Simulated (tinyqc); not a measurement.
Strain-driven roughening and islands of a mismatched epitaxial film: one step, computed by the program tinyqc. Command: `OMP_NUM_THREADS=1 python tinyqc.py 3007593 3007594 out.jsonl island walk`. One thread of a shared host (Intel(R) Xeon(R) Processor @ 2.30GHz), about 0.01 s of CPU time with the checks.

Film and substrate share isotropic elastic constants; the film is coherent and biaxially strained.

Problem. Wetting layer. The surface energy depends on thickness as gamma + (gamma_s - gamma) exp(-h/delta). Its curvature adds W2 = (gamma_s - gamma) exp(-h/delta)/delta^2 to the restoring terms; the flat film is stable while W2 > (1 + nu)^2 w^2/gamma, which gives h_c = delta ln[(gamma_s - gamma) gamma/(delta^2 (1 + nu)^2 w^2)], or 0 if negative.

Inputs (values chosen for the exercise, modelled on GaN on AlN):
```
quantity,value,unit
Poisson ratio nu,0.2,-
surface energy gamma,1.85,J/m^2
wetting energy gamma_s - gamma,0.26,J/m^2
decay length of wetting delta,0.15,nm
```

energy density w = 230.6437 MJ/m^3

Give: wetting-layer thickness h_c.

Solution.

wetting-layer thickness h_c = 0.84472 nm

Layer-by-layer growth up to h_c, then roughening: the Stranski-Krastanov mode.
